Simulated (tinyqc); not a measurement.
What each integral does: Slater-Koster d bands of an fcc metal.

Values chosen for the exercise (out of a larger set: of the size met in Ir; not measured data):
- dds = -1.031 eV (dd sigma)
- ddp = 0.68 eV (dd pi)
- ddd = -0.093 eV (dd delta)

Levels at Gamma, E(t2g) = 3 dds + 4 ddp + 5 ddd, E(eg) = 1.5 dds + 6 ddp + 4.5 ddd, and W = sqrt(12 mu2), the width of a rectangular band with the same second moment mu2 = z (dds^2 + 2 ddp^2 + 2 ddd^2)/5, z = 12. Each row changes one parameter from the base and keeps the others.

Results:
```
case              t2g (eV)  eg (eV)  W (eV)
base               -0.8380   2.1150  7.5991
dds = -0.8763 eV   -0.3739   2.3470  7.0177
ddp = 0.578 eV     -1.2460   1.5030  7.0961
ddd = -0.1069 eV   -0.9075   2.0524  7.6096
```

The largest shifts from the base row, up to three for each result and ties (the steps differ in size, so this ranks the rows, not the parameters). t2g (eV): dds +0.4641, ddp -0.4080, ddd -0.0695. eg (eV): ddp -0.6120, dds +0.2321, ddd -0.0625. W (eV): dds -0.5814, ddp -0.5030, ddd +0.0105. The ratio of the shifts of t2g and eg names the integral: 3 : 1.5 for dds, 4 : 6 for ddp, 5 : 4.5 for ddd.

(tinyqc, `OMP_NUM_THREADS=1 python tinyqc.py 1481558 1481559 out.jsonl`, Intel(R) Xeon(R) Processor @ 2.30GHz, 1 thread, shared host, about 0.06 s.)
